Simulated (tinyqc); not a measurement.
# Short-channel transistor, virtual-source model with series resistance: output curve

The current per gate width is the charge at the top of the source barrier (the virtual source) times its velocity times a saturation function; al and be are fitting constants of the model. Units: I in uA/um, Rs in ohm um, so I Rs = 1e-6 I Rs in volts; Q in uC/cm^2, so I = 1e-4 Q vx0 Fsat with vx0 in cm/s.

Intrinsic voltages Vg' = Vgs - I Rs, Vd' = Vds - 2 I Rs. n = n0 + nd Vd', VT = VT0 - dl Vd', Ff = 1/(1 + exp((Vg' - VT + al Vt/2)/(al Vt))), Q = Cinv n Vt ln(1 + exp((Vg' - VT + al Vt Ff)/(n Vt))), Vdsat = (vx0 L/mu)(1 - Ff) + Vt Ff, Fsat = u/(1 + u^be)^(1/be) with u = Vd'/Vdsat, and I = Q vx0 Fsat per width. I is solved self-consistently. gds = dI/dVds, gm = dI/dVgs.

Values chosen for this exercise:
```
symbol,value,unit,meaning
T,300,K,temperature
Cinv,3.12,uF/cm^2,inversion capacitance
vx0,2.41e7,cm/s,velocity at the virtual source
mu,160,cm^2/(V s),apparent mobility
L,20,nm,channel length
VT0,0.317,V,threshold at zero drain voltage
dl,0.155,V/V,drain-induced barrier lowering
n0,1.15,,subthreshold factor
nd,0.1,1/V,growth of n with drain voltage
al,3.5,,threshold shift (in units of Vt) from weak to strong inversion
be,1.8,,sharpness of saturation
Rs,200,ohm um,series resistance of each contact
Vgs,0.5,V,gate voltage
```

Constants: q = 1.602176634e-19 C, kB = 1.380649e-23 J/K, Vt = kB T/q. Results are converted to the units shown.

Output curve:

| Vds (V) | I (uA/um) | Fsat | gds (uS/um) | gain gm/gds |
|---|---|---|---|---|
| 0.06 | 98.022 | 0.074645 | 1589.2 | 0.090667 |
| 0.11 | 175.45 | 0.14296 | 1506.0 | 0.18307 |
| 0.17 | 262.48 | 0.23109 | 1392.7 | 0.32324 |
| 0.23 | 342.30 | 0.32341 | 1265.9 | 0.50856 |
| 0.28 | 402.79 | 0.40075 | 1153.1 | 0.70914 |
| 0.34 | 467.85 | 0.49007 | 1016.3 | 1.0175 |
| 0.39 | 515.92 | 0.55867 | 907.88 | 1.3348 |
| 0.45 | 566.83 | 0.63142 | 792.20 | 1.7804 |
| 0.5 | 604.35 | 0.68325 | 711.17 | 2.1892 |

The current rises from 98.0 to 604 uA/um as Fsat rises from 0.0746 to 0.683; gds falls from 1590 to 711 uS/um. The gain ends at 2.19, against 1/dl = 6.45 for a current that depends on Vds through barrier lowering alone.

Computed by the program tinyqc: `OMP_NUM_THREADS=1 python tinyqc.py 2380070 2380071 out.jsonl`, one thread of a shared Intel Xeon 2.30GHz, about 0.01 s for the whole run.
